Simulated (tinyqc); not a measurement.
Inside a calculation. Method: empirical pseudopotential in a few plane waves. Computed by tinyqc, a small Python program that keeps every step. Settings: plane-wave index or count = 15. Command: `OMP_NUM_THREADS=1 python tinyqc.py 20656 20657 out.jsonl` (the two numbers bound the seeds that draw the settings). One thread of a shared host (Intel(R) Xeon(R) Processor @ 2.60GHz), about 0.3 s of CPU time with the checks.

## Bloch Hamiltonian at k

Parameters chosen for this model: fcc lattice, atoms at +/- a/8 (1,1,1); form factors in rydberg at |G|^2 in units of (2 pi/a)^2:
```
parameter                 value      unit
a                      5.910000  angstrom
VS(3)                 -0.198000        Ry
VS(8)                 -0.003000        Ry
VS(11)                 0.057000        Ry
VA(3)                  0.060000        Ry
VA(4)                  0.030000        Ry
VA(11)                 0.020000        Ry
hbar^2/2m (2 pi/a)^2   4.306334        eV
```

k point k (2 pi / a): -0.14000  0.09000  -0.36000

Basis: the 15 shortest G (labels in 2 pi/a), the same at every k. H(G,G') = c |k + G|^2 delta + VS(|G-G'|^2) cos((G-G').tau) + i VA sin((G-G').tau), tau = a/8 (1,1,1); 1 Ry = 13.605693 eV.

H(k) at k (eV):
```
                   +0+0+0             -1-1-1             -1-1+1             -1+1-1
+0+0+0            0.67739   1.90489+0.57724i  -1.90489+0.57724i  -1.90489+0.57724i
-1-1-1   1.90489-0.57724i           17.12758   0.00000-0.40817i   0.00000-0.40817i
-1-1+1  -1.90489-0.57724i   0.00000+0.40817i           10.92646           -0.04082
-1+1-1  -1.90489-0.57724i   0.00000+0.40817i           -0.04082           18.67786
-1+1+1  -1.90489+0.57724i            0.04082   0.00000+0.40817i   0.00000+0.40817i
+1-1-1  -1.90489-0.57724i   0.00000+0.40817i           -0.04082           -0.04082
+1-1+1  -1.90489+0.57724i            0.04082   0.00000+0.40817i            0.00000
+1+1-1  -1.90489+0.57724i            0.04082            0.00000   0.00000+0.40817i
+1+1+1   1.90489+0.57724i            0.00000            0.04082            0.04082
-2+0+0   0.00000-0.40817i  -1.90489+0.57724i  -1.90489-0.57724i  -1.90489-0.57724i
+0-2+0   0.00000-0.40817i  -1.90489+0.57724i  -1.90489-0.57724i   0.54838-0.19241i
+0+0-2   0.00000-0.40817i  -1.90489+0.57724i   0.54838-0.19241i  -1.90489-0.57724i
+0+0+2   0.00000+0.40817i  -0.54838-0.19241i   1.90489+0.57724i  -0.54838+0.19241i
+0+2+0   0.00000+0.40817i  -0.54838-0.19241i  -0.54838+0.19241i   1.90489+0.57724i
+2+0+0   0.00000+0.40817i  -0.54838-0.19241i  -0.54838+0.19241i  -0.54838+0.19241i

                   -1+1+1             +1-1-1             +1-1+1             +1+1-1
+0+0+0  -1.90489-0.57724i  -1.90489+0.57724i  -1.90489-0.57724i  -1.90489-0.57724i
-1-1-1            0.04082   0.00000-0.40817i            0.04082            0.04082
-1-1+1   0.00000-0.40817i           -0.04082   0.00000-0.40817i            0.00000
-1+1-1   0.00000-0.40817i           -0.04082            0.00000   0.00000-0.40817i
-1+1+1           12.47674            0.00000           -0.04082           -0.04082
+1-1-1            0.00000           14.71603   0.00000-0.40817i   0.00000-0.40817i
+1-1+1           -0.04082   0.00000+0.40817i            8.51491           -0.04082
+1+1-1           -0.04082   0.00000+0.40817i           -0.04082           16.26631
+1+1+1   0.00000+0.40817i            0.04082   0.00000+0.40817i   0.00000+0.40817i
-2+0+0   1.90489-0.57724i   0.54838-0.19241i  -0.54838-0.19241i  -0.54838-0.19241i
+0-2+0  -0.54838-0.19241i  -1.90489-0.57724i   1.90489-0.57724i  -0.54838-0.19241i
+0+0-2  -0.54838-0.19241i  -1.90489-0.57724i  -0.54838-0.19241i   1.90489-0.57724i
+0+0+2  -1.90489+0.57724i  -0.54838+0.19241i  -1.90489+0.57724i   0.54838+0.19241i
+0+2+0  -1.90489+0.57724i  -0.54838+0.19241i   0.54838+0.19241i  -1.90489+0.57724i
+2+0+0   0.54838+0.19241i   1.90489+0.57724i  -1.90489+0.57724i  -1.90489+0.57724i

                   +1+1+1             -2+0+0             +0-2+0             +0+0-2
+0+0+0   1.90489-0.57724i   0.00000+0.40817i   0.00000+0.40817i   0.00000+0.40817i
-1-1-1            0.00000  -1.90489-0.57724i  -1.90489-0.57724i  -1.90489-0.57724i
-1-1+1            0.04082  -1.90489+0.57724i  -1.90489+0.57724i   0.54838+0.19241i
-1+1-1            0.04082  -1.90489+0.57724i   0.54838+0.19241i  -1.90489+0.57724i
-1+1+1   0.00000-0.40817i   1.90489+0.57724i  -0.54838+0.19241i  -0.54838+0.19241i
+1-1-1            0.04082   0.54838+0.19241i  -1.90489+0.57724i  -1.90489+0.57724i
+1-1+1   0.00000-0.40817i  -0.54838+0.19241i   1.90489+0.57724i  -0.54838+0.19241i
+1+1-1   0.00000-0.40817i  -0.54838+0.19241i  -0.54838+0.19241i   1.90489+0.57724i
+1+1+1           10.06519  -0.54838-0.19241i  -0.54838-0.19241i  -0.54838-0.19241i
-2+0+0  -0.54838+0.19241i           20.31427           -0.04082           -0.04082
+0-2+0  -0.54838+0.19241i           -0.04082           16.35244           -0.04082
+0+0-2  -0.54838+0.19241i           -0.04082           -0.04082           24.10384
+0+0+2  -1.90489-0.57724i            0.04082            0.04082            0.00000
+0+2+0  -1.90489-0.57724i            0.04082            0.00000            0.04082
+2+0+0  -1.90489-0.57724i            0.00000            0.04082            0.04082

                   +0+0+2             +0+2+0             +2+0+0
+0+0+0   0.00000-0.40817i   0.00000-0.40817i   0.00000-0.40817i
-1-1-1  -0.54838+0.19241i  -0.54838+0.19241i  -0.54838+0.19241i
-1-1+1   1.90489-0.57724i  -0.54838-0.19241i  -0.54838-0.19241i
-1+1-1  -0.54838-0.19241i   1.90489-0.57724i  -0.54838-0.19241i
-1+1+1  -1.90489-0.57724i  -1.90489-0.57724i   0.54838-0.19241i
+1-1-1  -0.54838-0.19241i  -0.54838-0.19241i   1.90489-0.57724i
+1-1+1  -1.90489-0.57724i   0.54838-0.19241i  -1.90489-0.57724i
+1+1-1   0.54838-0.19241i  -1.90489-0.57724i  -1.90489-0.57724i
+1+1+1  -1.90489+0.57724i  -1.90489+0.57724i  -1.90489+0.57724i
-2+0+0            0.04082            0.04082            0.00000
+0-2+0            0.04082            0.00000            0.04082
+0+0-2            0.00000            0.04082            0.04082
+0+0+2           11.70160           -0.04082           -0.04082
+0+2+0           -0.04082           19.45300           -0.04082
+2+0+0           -0.04082           -0.04082           15.49117
```

## Levels at k

Diagonalise the Hermitian matrix.

eigenvalues (eV): -2.04338  6.31682  8.55710  8.82206  11.73313  12.62586  14.31217  14.53464  15.85965  17.63334  18.00052  19.51154  22.07362  22.84467  26.08306

## Bands along a path

The same steps at evenly spaced points between the labelled ones.

Bands along the path (eV), lowest eight:
```
k           band 1   band 2   band 3   band 4    band 5    band 6    band 7    band 8
L         -0.77285  3.40944  8.85687  8.85687  10.18983  13.86701  13.86701  15.88363
L-G 0.20  -1.18614  3.97348  8.84388  8.84388  10.24301  13.82542  13.82542  16.01769
L-G 0.40  -1.71416  5.07665  8.97028  8.97028  10.49474  13.88434  13.88434  15.59483
L-G 0.60  -2.16444  6.49535  9.20055  9.20055  10.87146  13.73813  13.73813  13.95199
L-G 0.80  -2.45495  8.08229  9.45156  9.45156  10.86278  12.99421  13.32802  13.32802
G         -2.55450  9.56982  9.56982  9.56982   9.78999  13.10889  13.10889  13.10889
G-X 0.20  -2.42158  7.99548  9.21895  9.21895  11.38550  12.35502  13.68320  13.68320
G-X 0.40  -2.03134  6.43416  8.57254  8.57254  11.33451  12.59265  14.98849  14.98849
G-X 0.60  -1.41635  5.01875  8.02661  8.02661  10.69315  11.88037  16.27731  16.60871
G-X 0.80  -0.66985  3.83639  7.71716  7.71716  10.42181  10.94572  18.21682  18.41114
X         -0.08159  3.18536  7.69377  7.69377  10.31543  10.67410  20.30730  20.38756
```

With 4 band(s) filled, the highest filled level on these points lies at G and the lowest empty one at G: a gap of 0.2202 eV, direct. This holds for the small fixed basis; with all plane waves up to |k + G|^2 = 21 (2 pi/a)^2 the gap along the path is 0.61 eV.

## Convergence with the number of plane waves

Levels at G counted from the fourth one.

Levels (eV):
```
plane waves    level 1  level 5  level 8
9            -14.77247  0.31794  0.81634
15           -12.12432  0.22017  3.53907
27           -11.52140  0.55869  3.60757
51           -11.37081  0.58015  3.82937
59           -11.36925  0.60342  3.71148
65           -11.37150  0.60175  3.69174
89           -11.35903  0.60107  3.69899
```
